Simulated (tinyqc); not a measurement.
## Permittivity and interlayer from two capacitances

Question. A two-layer stack has Cox = eps0/(t1/e1 + t2/e2) and EOT = 3.9 eps0/Cox. Find e2, the EOT of layer 1 and, with e1 given, t1.

Parameters, values chosen for the exercise:

| symbol | value | unit | meaning |
|---|---|---|---|
| e1 | 9.22 |  | relative permittivity of layer 1 |

Constants: eps0 = 8.8541878128e-14 F/cm where lengths are in cm. Results are converted to the units shown.

Cox at t2 = 1.9 and 8.2 nm (uF/cm^2): 5.8009456  1.9988860

Solution. EOT is linear in t2 with slope 3.9/e2, and its intercept is the EOT of layer 1.

e2 = 21.7
EOT of layer 1 = 0.254 nm
t1 = 0.600 nm

Numbers from tinyqc (`OMP_NUM_THREADS=1 python tinyqc.py 2010102 2010103 out.jsonl`; about 0.01 s on one thread of a shared Intel Xeon 2.30GHz).
